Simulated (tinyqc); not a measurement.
Inside a calculation. Model: double-gate transistor below threshold, two-dimensional Poisson equation on a small mesh.

Computed by the program tinyqc: `OMP_NUM_THREADS=1 python tinyqc.py 2480090 2480091 out.jsonl`, one thread of a shared Intel Xeon 2.30GHz, about 0.1 s for the whole run. Printed values are rounded.

Half of a symmetric double-gate structure: row 0 is the mid-plane of the body, where the normal field vanishes. Mobile charge is neglected (subthreshold), the body is fully depleted, and potentials are counted from the intrinsic level; rows run upward to the gate, columns from source to drain.

Parameters, values chosen for the exercise; semiconductor permittivity made up:

| symbol | value | unit | meaning |
|---|---|---|---|
| T | 250 | K | temperature |
| eps_r | 12 |  | relative permittivity of the semiconductor |
| eox | 3.9 |  | relative permittivity of the insulator |
| tb | 6 | nm | half the body thickness |
| tox | 1.2 | nm | insulator thickness |
| L | 45 | nm | channel length |
| Na | 6.8e17 | cm^-3 | acceptor density of the depleted body |
| Vbi | 0.51 | V | potential of the source |
| Vfb | -0.06 | V | gate offset |
| Vg | 0.05 | V | gate voltage |
| Vd | 0.7 | V | drain voltage |

Constants: q = 1.602176634e-19 C, kB = 1.380649e-23 J/K, Vt = kB T/q, eps0 = 8.8541878128e-14 F/cm where lengths are in cm. Results are converted to the units shown.

## Coefficients of the five-point equations

Mesh: rows i = 0..3 in the semiconductor (step hs = tb/3, row 3 on the interface), then 1 step(s) ho = tox/1 up to the gate row 4; columns j = 0..6 (step hy = L/6). Box integration, divided by eps0: up_i = eps hy/h of the interval above row i, dn_i = that of the interval below (0 for row 0), lat_i = (sum of eps h/2 over the intervals above and below)/hy, s_i = -q Na w_i hy/eps0 with w_i the semiconductor height of the box (hs/2 for row 0 and the interface row, hs between, 0 in the insulator). Each free node obeys (up + dn + 2 lat) psi = up psi(above) + dn psi(below) + lat [psi(left) + psi(right)] + s.

```
row	up	dn	lat	s (V)
0	45	0	1.6	-0.0922852
1	45	45	3.2	-0.184570
2	45	45	3.2	-0.184570
3	24.3750	45	1.912	-0.0922852
```

## Iteration 1: over-relaxation sweep (omega = 1.5)

psi at the start (fixed values on the edges, free nodes at the gate value) (V):
```
	j=0	j=1	j=2	j=3	j=4	j=5	j=6
row 0	0.51000	0.11000	0.11000	0.11000	0.11000	0.11000	1.21000
row 1	0.51000	0.11000	0.11000	0.11000	0.11000	0.11000	1.21000
row 2	0.51000	0.11000	0.11000	0.11000	0.11000	0.11000	1.21000
row 3	0.51000	0.11000	0.11000	0.11000	0.11000	0.11000	1.21000
row 4	0.11000	0.11000	0.11000	0.11000	0.11000	0.11000	0.11000
```

Free nodes: rows 0..3, columns 1..5, taken row by row from row 0, left to right. t = (up psi(above) + dn psi(below) + lat [psi(left) + psi(right)] + s)/(up + dn + 2 lat), with the newest neighbours; psi(new) = psi + 1.5 (t - psi).

psi after iteration 1 (V):
```
	j=0	j=1	j=2	j=3	j=4	j=5	j=6
row 0	0.51000	0.12705	0.10798	0.10703	0.10698	0.16175	1.21000
row 1	0.51000	0.13898	0.10715	0.10490	0.10476	0.19787	1.21000
row 2	0.51000	0.14734	0.10699	0.10341	0.10313	0.22309	1.21000
row 3	0.51000	0.15821	0.10723	0.10192	0.10146	0.25516	1.21000
row 4	0.11000	0.11000	0.11000	0.11000	0.11000	0.11000	0.11000
```

## Iteration 2: over-relaxation sweep (omega = 1.5)

As before.

psi after iteration 2 (V):
```
	j=0	j=1	j=2	j=3	j=4	j=5	j=6
row 0	0.51000	0.15901	0.10645	0.10115	0.10344	0.25876	1.21000
row 1	0.51000	0.17287	0.10684	0.09845	0.10414	0.30102	1.21000
row 2	0.51000	0.18601	0.10793	0.09623	0.10543	0.34052	1.21000
row 3	0.51000	0.16966	0.10961	0.09910	0.11342	0.29134	1.21000
row 4	0.11000	0.11000	0.11000	0.11000	0.11000	0.11000	0.11000
```

## Course of the iteration: over-relaxation sweep (omega = 1.5)

Stop when the largest change of psi is below 1e-7 V, or after 400 iterations. Fixed values: gate row Vg - Vfb; column 0 at Vbi and the last column at Vbi + Vd in the semiconductor, each running linearly to Vg - Vfb across the insulator.

Course of the iteration:
```
iteration	psi at row 0, j = 3 (V)	largest |change| of one entry (V)
1	0.107027	0.145
2	0.101152	0.117
3	0.0949495	0.0985
4	0.0901443	0.0907
5	0.0918769	0.0319
6	0.0985488	0.0208
7	0.106398	0.0109
8	0.112990	6.59e-3
9	0.117463	4.47e-3
...	...	...
17	0.120787	1.58e-5
18	0.120793	6.50e-6
19	0.120794	5.64e-6
20	0.120795	2.46e-6
21	0.120794	5.27e-7
22	0.120794	3.16e-7
23	0.120794	2.99e-7
24	0.120794	1.12e-7
25	0.120794	3.22e-8
```

Converged in 25 iterations. The changes do not fall evenly; from iteration 20 to 25 they shrink by a factor of 2.4 a step on average.

## Barrier, swing and barrier lowering

converged psi (V):
```
	j=0	j=1	j=2	j=3	j=4	j=5	j=6
row 0	0.51000	0.22330	0.12733	0.12079	0.19605	0.46395	1.21000
row 1	0.51000	0.21857	0.12620	0.11994	0.19125	0.44900	1.21000
row 2	0.51000	0.20379	0.12305	0.11766	0.17730	0.40236	1.21000
row 3	0.51000	0.17707	0.11864	0.11487	0.15568	0.31840	1.21000
row 4	0.11000	0.11000	0.11000	0.11000	0.11000	0.11000	0.11000
```

d psi/dVg on row 0: j=0 0.000000, j=1 0.650643, j=2 0.881817, j=3 0.933852, j=4 0.881817, j=5 0.650643, j=6 0.000000
d psi/dVd on row 0: j=0 0.00000, j=1 0.00279, j=2 0.01000, j=3 0.03307, j=4 0.10818, j=5 0.34657, j=6 1.00000

The barrier is read along row 0, the path farthest from the gate. Take the node j of lowest psi: barrier Vbi - psi_j; swing Vt ln 10/(d psi_j/dVg); DIBL = (d psi_j/dVd)/(d psi_j/dVg). The derivatives solve the same equations with s = 0 and a unit change of that voltage.

j = 3
barrier = 0.389206 V
swing = 53.1191 mV/decade
DIBL = 35.4167 mV/V

A mesh of 12, 8 and 80 steps (semiconductor, insulator, channel) gives a barrier of 0.404 V, a swing of 52.7 mV a decade and a DIBL of 17.4 mV/V; the small mesh puts the barrier 3.6 % below that.
